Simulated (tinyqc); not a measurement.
Gain factor and gap resistance from two string resistances.

Problem. At small bit-line voltage each of the 64 cells has the resistance 1/(K x) at overdrive x (no mobility reduction) in series with a gap resistance Rg. Find K, Rg and the share of the gaps at the higher overdrive.

resistance of a string of 64 equal cells at overdrives of 3.8 and 7.9 V (kohm): 2642.9791  1703.1039

Answer. The resistance per cell is a straight line in 1/x with slope 1/K and intercept Rg.

K = 9.300 uA/V^2
Rg = 13.00 kohm
share of the gaps = 48.85 %

tinyqc, about 0.4 s, one thread, Intel Xeon 2.30GHz (shared host): `OMP_NUM_THREADS=1 python tinyqc.py 2142230 2142231 out.jsonl`
